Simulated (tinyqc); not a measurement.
Kinetic Monte Carlo and master equation for a particle on a ring of sites with traps and bias: one step, computed by the program tinyqc.

5 sites on a ring, numbered 1 to 5. The saddle between i and i+1 lies at E0 + s b_i and site i at s eps_i; a force F tilts the landscape, with the saddle half-way.

Task: Rate table. Rates: k(i to i+1) = nu exp(-(E0 + s b_i - s eps_i - F a/2)/(k_B T)), k(i to i-1) = nu exp(-(E0 + s b_(i-1) - s eps_i + F a/2)/(k_B T)). Share right = k right/(k right + k left); mean stay = 1/(k right + k left).

Inputs (values chosen for the exercise, for a model defect):
```
quantity,value,unit
reference barrier E0,0.62,eV
scale factor s of the disorder,1,-
attempt frequency nu,5.1,THz
temperature T,600,K
site spacing a,3.7,angstrom
force F along the ring,0.0052,eV/angstrom
```

Disorder: random barriers.

site energies eps_i (eV): [0, 0, 0, 0, 0]

saddle shifts b_i between sites i and i+1 (eV): [-0.064, -0.057, -0.034, 0.019, -0.044]

Constants: k_B = 8.617333262e-05 eV/K.

Give: Rates, shares of right hops and mean stays.

Result:

Rates, shares of right hops and mean stays:
```
site,k right (1/s),k left (1/s),share right,mean stay (s)
1,1.313e+08,6.146e+07,0.6811,5.189e-09
2,1.147e+08,9.048e+07,0.5589,4.875e-09
3,7.348e+07,7.903e+07,0.4818,6.557e-09
4,2.636e+07,5.065e+07,0.3423,1.298e-08
5,8.916e+07,1.817e+07,0.8307,9.317e-09
```

The particle stays longest on site 4, 2.7 times as long as on the quickest site.
